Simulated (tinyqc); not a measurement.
What each parameter does: band edges of strained Si(1-x)Ge(x) on relaxed Si(1-y)Ge(y).

Values are linear in the Ge fraction but for ED(x) = linear - CD x (1 - x) and a(x) = linear - Ca x (1 - x). Energies are on the common scale of Ev.

Coherent growth on a (111) face: e_par = (a(y) - a(x))/a(x), e_perp = -(2 C11 + 4 C12 - 4 C44)/(C11 + 2 C12 + 4 C44) e_par; exx = eyy = ezz = (2 e_par + e_perp)/3 and exy = eyz = ezx = (e_perp - e_par)/3.

A valley with unit axis u lies at Ev + gap + (av + a_valley) tr(e) + Xu (u.e.u - tr(e)/3); the Delta axes are x, y, z and the L axes [111], [1-1-1], [-11-1], [-1-11]. The second-order shift of the Delta valleys under shear is left out; it lowers the pair normal to the sheared plane by tens of meV at a shear of 1 %.

Valence edges: Ev plus the levels of the 6 x 6 matrix of X, Y, Z times spin with -Dso/3 + l exx + m (eyy + ezz) on the diagonal (cyclic), n exy off it, l = av + 2 b, m = av - b, n = sqrt(3) d. Spin-orbit term (Dso/3) L.sigma on X, Y, Z with (L_k)_ij = -i epsilon_kij: <X+|H|Y+> = -i Dso/3, <X+|H|Z-> = Dso/3, <Y+|H|Z-> = -i Dso/3, <Z+|H|X-> = -Dso/3, <Z+|H|Y-> = i Dso/3, <X-|H|Y-> = i Dso/3, and their conjugates; + and - are the spin along z.

Parameters, chosen for this exercise (end members near Si and Ge, in this order; shifted at random, so the results belong to these values and not to a real crystal):
- a = (5.433, 5.662) angstrom (lattice constant)
- Dso = (0.044, 0.288) eV (spin-orbit splitting)
- av = (2.49, 1.23) eV (valence hydrostatic potential)
- b = (-2.11, -2.56) eV (tetragonal shear potential)
- d = (-4.83, -5.32) eV (trigonal shear potential)
- C11 = (167.1, 130) GPa
- C12 = (64, 48.7) GPa
- C44 = (79, 66.2) GPa
- Ev = (0, 0.63) eV (top of the unstrained valence band)
- ED = (1.137, 0.928) eV (gap to the Delta valleys)
- EL = (1.982, 0.748) eV (gap to the L valleys)
- aD = (1.87, 1.35) eV (hydrostatic potential of the Delta gap)
- aL = (-2.84, -2.79) eV (hydrostatic potential of the L gap)
- XuD = (9.37, 9.07) eV (uniaxial potential, Delta)
- XuL = (16.14, 14.61) eV (uniaxial potential, L)
- CD = 0.208 eV (bowing of the Delta gap)
- Ca = 0 angstrom (bowing of the lattice constant)
- face = 111 (growth face)
- x = 0 (Ge fraction of the layer)
- y = 0.19 (Ge fraction of the relaxed buffer)

dEc = Ec(buffer) - Ec(layer), dEv = Ev(layer) - Ev(buffer); buffer edges Ev(y) and Ev(y) + min(ED, EL).

One parameter was then changed.

Results before and after:
```
case,gap (eV),valence splitting (meV),dEc (eV),dEv (eV)
base,1.1065,86.1,-0.0062,-0.0350
changed,1.1037,89.2,-0.0045,-0.0339
```

Which of these changes was made? (a) Dso = (0.051, 0.331) eV; (b) Ev = (0, 0.724) eV; (c) aL = (-3.266, -3.208) eV; (d) d = (-5.554, -6.118) eV; (e) y = 0.22; (f) x = 0.03; (g) CD = 0.258 eV; (h) C12 = (73.6, 56.005) GPa.

Answer: (h) C12 = (73.6, 56.005) GPa. Of the candidates, run in turn, only this one gives the changed row.

All candidates:
```
case,gap (eV),valence splitting (meV),dEc (eV),dEv (eV)
base,1.1065,86.1,-0.0062,-0.0350
x = 0.03,1.1010,70.3,-0.0036,-0.0321
y = 0.22,1.1003,101.0,-0.0058,-0.0392
CD = 0.258 eV,1.1065,86.1,-0.0139,-0.0350
"C12 = (73.6, 56.005) GPa",1.1037,89.2,-0.0045,-0.0339
"d = (-5.554, -6.118) eV",1.0972,100.3,-0.0062,-0.0257
"Dso = (0.051, 0.331) eV",1.1077,84.9,-0.0062,-0.0362
"aL = (-3.266, -3.208) eV",1.1065,86.1,-0.0062,-0.0350
"Ev = (0, 0.724) eV",1.1065,86.1,0.0117,-0.0529
```

The lowest valleys of the layer are Delta6, so among the conduction-band potentials only those of that family reach the gap and dEc; the buffer is unstrained. A shift large enough to swap the lowest family would change that.

Run: tinyqc, `OMP_NUM_THREADS=1 python tinyqc.py 1051439 1051440 out.jsonl`; Intel(R) Xeon(R) Processor @ 2.30GHz, one thread, shared host; about 0.02 s of CPU time with all checks.
